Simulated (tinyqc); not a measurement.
## Cap thickness from the capacitance plateau

Problem. With only the buried channel on, 1/C = 1/Cox + (tc + zc)/(eps0 eps_r), Cox = eps0 eox/tox. Find tc and the oxide-equivalent thickness 3.9 eps0/C.

Inputs (values chosen for the exercise); band and dielectric values close to those of silicon:
```
symbol,value,unit,meaning
eps_r,11.8,,relative permittivity
eox,7.44,,relative permittivity of the gate insulator (close to silicon nitride)
tox,3.2,nm,insulator thickness
zc,0.8,nm,depth of the hole centroid below the top of the SiGe
```

Constants: eps0 = 8.8541878128e-14 F/cm where lengths are in cm. Results are converted to the units shown.

plateau of C/Cox with only the buried channel on = 0.43845797

Solution. The cap and the centroid act as a second capacitor in series with the insulator.

tc = 5.70 nm
equivalent thickness = 3.83 nm

tinyqc, about 0.02 s, one thread, Intel Xeon 2.30GHz (shared host): `OMP_NUM_THREADS=1 python tinyqc.py 2042166 2042167 out.jsonl`
